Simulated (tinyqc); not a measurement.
Nanowire ballistic transistor, top-of-the-barrier model: one step of the calculation.

At the top of the source barrier, states moving towards the drain are filled by the source (Fermi level 0) and states moving back by the drain (Fermi level -q Vd); nothing scatters. U is the shift of the band edge there, set by the capacitances CG, CD and CS (the total) and by the charge. Parabolic one-dimensional subband; the source is grounded.

Question. Self-consistent potential at the barrier top. eta1 = -(E0 + U)/Vt, eta2 = eta1 - Vd/Vt, n = (N0/2)[F_(-1/2)(eta1) + F_(-1/2)(eta2)], F_(-1/2)(x) = (1/sqrt(pi)) int_0^infinity u^(-1/2)/(1 + exp(u - x)) du. U(out) = UL + q (n - n0)/CS. U(new) = U(out).

Inputs (values chosen for the exercise); mass and valleys close to those of indium arsenide:
- T = 200 K (temperature)
- E0 = 0.26 eV (band edge at the barrier top above the source Fermi level at zero bias)
- Vd = 0.8 V (drain voltage)

Constants: q = 1.602176634e-19 C, kB = 1.380649e-23 J/K, Vt = kB T/q. Results are converted to the units shown.

U at the start (U = UL) = -0.6299 eV
N0 = 6.5833703e5 cm^-1
CS = 2.7233984 pF/cm
n0 = 0.18481472 cm^-1
UL = -0.6299 eV

Wanted: eta1; eta2; n; U(out); U after iteration 1.

Answer.

eta1 = 21.463
eta2 = -24.956
n = 1.7192e6 cm^-1
U(out) = -0.52876 eV
U after iteration 1 = -0.52876 eV

tinyqc, about 0.04 s, one thread, Intel Xeon 2.30GHz (shared host): `OMP_NUM_THREADS=1 python tinyqc.py 2400015 2400016 out.jsonl`
